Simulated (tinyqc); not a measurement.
Thermal stress, cracking, delamination and buckling of a thin film; Griffith cracks and misfitting inclusions. Changing the deposition temperature T_d. Computed by tinyqc, a small Python program. Command: `OMP_NUM_THREADS=1 python tinyqc.py 3013253 3013254 out.jsonl filmcrack sweep`. One thread of a shared host (Intel(R) Xeon(R) Processor @ 2.30GHz), about 0.01 s of CPU time with the checks.

Isotropic linear elasticity; the substrate is much thicker than the film; stress is positive in tension.

Inputs (values chosen for the exercise, modelled on a porous low-k oxide on silicon):
```
quantity                       value        unit
film Young's modulus E           8.2         GPa
film Poisson ratio nu           0.25           -
film expansion alpha_f          12.5      1e-6/K
substrate expansion alpha_s      3.2      1e-6/K
final temperature T              300           K
intrinsic stress                  -3         MPa
film thickness h                 4.8  micrometre
substrate Young's modulus E_s    155         GPa
substrate Poisson ratio nu_s    0.26           -
inclusion radius R              0.37  micrometre
```

Inclusion: long cylinder (a filled via).

Method. Thermal strain = (alpha_f - alpha_s)(T_d - T); stress = E/(1 - nu) x strain + intrinsic stress; plane-strain modulus Ebar = E/(1 - nu^2); G0 = stress^2 h/(2 Ebar) is the energy freed per area when a long strip loses its stress across its width. Film material fills a long cylinder of radius R in the substrate, with the misfit e = thermal strain (it wants to shrink if e > 0). With the axial strain held by the substrate, s0 = (1 + nu) e/[(1 + nu)(1 - 2 nu)/E + (1 + nu_s)/E_s]; inside s_rr = s_tt = s0 and s_zz = E e + 2 nu s0; outside s_rr = s0 (R/r)^2, s_tt = -s_rr. Keep-out radius: where |s_rr| falls to 10 MPa (R if it is lower at the wall).

One run for each value; columns: (1) deposition temperature T_d (K); (2) film stress (MPa); (3) G0 (J/m^2); (4) radial stress at the wall s0 (MPa); (5) keep-out radius (micrometre):
```
(1)     (2)      (3)     (4)      (5)
400   7.168  0.01410  13.782  0.43437
450  12.252  0.04119  20.673  0.53199
500  17.336  0.08246  27.564  0.61429
550  22.420  0.13792  34.455  0.68680
600  27.504  0.20757  41.346  0.75235
650  32.588  0.29140  48.237  0.81263
700  37.672  0.38941  55.128  0.86874
750  42.756  0.50161  62.019  0.92144
```

Describe and explain the trends.

Over the rows, film stress (MPa) rises from 7.17 to 42.8 (exponent d ln y / d ln x 4.6 between the first rows and 1.8 between the last); G0 (J/m^2) rises from 0.0141 to 0.502 (exponent d ln y / d ln x 9.1 between the first rows and 3.7 between the last); radial stress at the wall s0 (MPa) rises from 13.8 to 62.0 (exponent d ln y / d ln x 3.4 between the first rows and 1.7 between the last). The stress changes by 0.102 MPa per kelvin, E (alpha_f - alpha_s)/(1 - nu). Left out: 350 (the film is nearly free of stress).

Caution (rows 700, 750): at a stress above 0.4 % of E a ductile film would yield, and the elastic value is then an upper bound; a brittle film in tension cracks instead.

Extremes, crossings and ranges named in words are read from the listed rows.
